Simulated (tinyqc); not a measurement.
Avalanche multiplication and breakdown of a junction from ionisation integrals: one step, computed by the program tinyqc. Command: `OMP_NUM_THREADS=1 python tinyqc.py 3014316 3014317 out.jsonl impact walk`. One thread of a shared host (Intel(R) Xeon(R) Processor @ 2.30GHz), about 0.01 s of CPU time with the checks.

Ionisation coefficients follow the local field. Position x runs through the depletion layer from the p side (x = 0), where electrons enter, to the n side (x = w), where holes enter. The built-in voltage is neglected.

Task: Coefficients at the critical field. alpha_n = a_n exp(-(b_n/F)^c), alpha_p = a_p exp(-(b_p/F)^c).

Inputs (values chosen for the exercise, modelled on GaAs): electron prefactor a_n = 197000 1/cm; electron field b_n = 559000 V/cm; hole prefactor a_p = 234000 1/cm; hole field b_p = 650000 V/cm; exponent c = 1.8.

Junction: one-sided abrupt n+p.

critical field F_m = 0.2843596 MV/cm

Give: alpha_n; alpha_p; ratio k = alpha_p/alpha_n; shorter ionisation length.

Result:

alpha_n = 6735 1/cm

alpha_p = 2791 1/cm

ratio k = alpha_p/alpha_n = 0.4144

shorter ionisation length = 1.485 micrometre

Electrons ionise more readily at the peak field.
